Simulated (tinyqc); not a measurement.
## Delay unit and parasitic delay from two ring oscillators

Problem. A ring of 21 inverters oscillates at 1/(2 x 21 d), with stage delay d = tau (h + p) for fan-out h. Find tau, p and the delay at fan-out 4.

frequencies of 21-stage ring oscillators with fan-out 2 and 6 (GHz): [2.7848048, 1.3818805]

Solution. d is a straight line in h with slope tau and intercept tau p.

tau = 2.17 ps
p = 1.94
delay at fan-out 4 = 12.9 ps

Numbers from tinyqc (`OMP_NUM_THREADS=1 python tinyqc.py 2082039 2082040 out.jsonl`; about 0.01 s on one thread of a shared Intel Xeon 2.30GHz).
